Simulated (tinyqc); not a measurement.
Width of the well: quantum-confined Stark effect in a modulator well.

Envelopes on cells of 0.5 angstrom over the well |z| < L/2 and 45 angstrom of barrier on each side, psi = 0 beyond, psi'/m continuous (mean mass between points), c = hbar^2/2m0. The electron sees + e F z and the hole - e F z, each with its offset in the barriers; 1 kV/cm = 1e-5 eV/angstrom. Light holes, band mixing and escape by tunnelling are left out.

Exciton: in-plane function exp(-rho/lam), 1/mu = 1/me + 1/mp, E(lam) = c/(mu lam^2) - (q/eps) times the integral over k of Fm(k)(1 + (k lam/2)^2)^(-3/2), Fm(k) the double integral of psi_e^2 psi_h^2 exp(-k |z - z'|), q = e^2/(4 pi eps0); binding Eb = -E at the minimum. Line at Eg + E_e + E_h - Eb, strength proportional to overlap^2/lam^2.

Constants: hbar^2/2m0 = 3.80998211 eV angstrom^2; e^2/(4 pi eps0) = 14.39964547 eV angstrom; hc = 1239.841984 eV nm.

Inputs chosen for the exercise (near those of an InGaAsP well in InP; not measured data):

| symbol | value | unit | meaning |
|---|---|---|---|
| Vc | 0.184 | eV | conduction offset |
| Vv | 0.286 | eV | heavy-hole offset |
| me | 0.0491 | m0 | electron, well |
| meb | 0.0774 | m0 | electron, barrier |
| mh | 0.368 | m0 | heavy hole along z, well |
| mhb | 0.523 | m0 | heavy hole, barrier |
| Eg | 0.856 | eV | gap of the well |
| mp | 0.111 | m0 | heavy hole in the plane |
| eps | 13.4 |  | dielectric constant |
| Ls | (50, 66, 84, 104, 126, 150, 170) | angstrom | widths |
| F_L | 68 | kV/cm | field for this table |

Zero-field line, its shift at F_L and the relative strength.

Results:

| L (angstrom) | line at F = 0 (nm) | Eb (meV) | shift (meV) | relative strength | shift x strength (meV) |
|---|---|---|---|---|---|
| 50 | 1306.7 | 7.01 | -1.71 | 0.963 | 1.65 |
| 66 | 1346.0 | 6.73 | -3.29 | 0.899 | 2.96 |
| 84 | 1374.2 | 6.43 | -6.29 | 0.750 | 4.72 |
| 104 | 1394.5 | 6.14 | -11.30 | 0.514 | 5.80 |
| 126 | 1409.2 | 5.85 | -18.70 | 0.273 | 5.11 |
| 150 | 1419.9 | 5.58 | -28.66 | 0.111 | 3.18 |
| 170 | 1426.2 | 5.37 | -38.19 | 0.045 | 1.74 |

The shift grows with exponent 2.36 in L over the first two rows and 2.29 over the last two, against 4 for hard walls at second order; leakage lowers it in narrow wells and saturation in wide ones. The strength falls from 0.96 to 0.05, and the product of the two is largest at 104 angstrom.

Program tinyqc; command `OMP_NUM_THREADS=1 python tinyqc.py 1251773 1251774 out.jsonl`; about 0.1 s on one thread of a shared Intel(R) Xeon(R) Processor @ 2.30GHz.
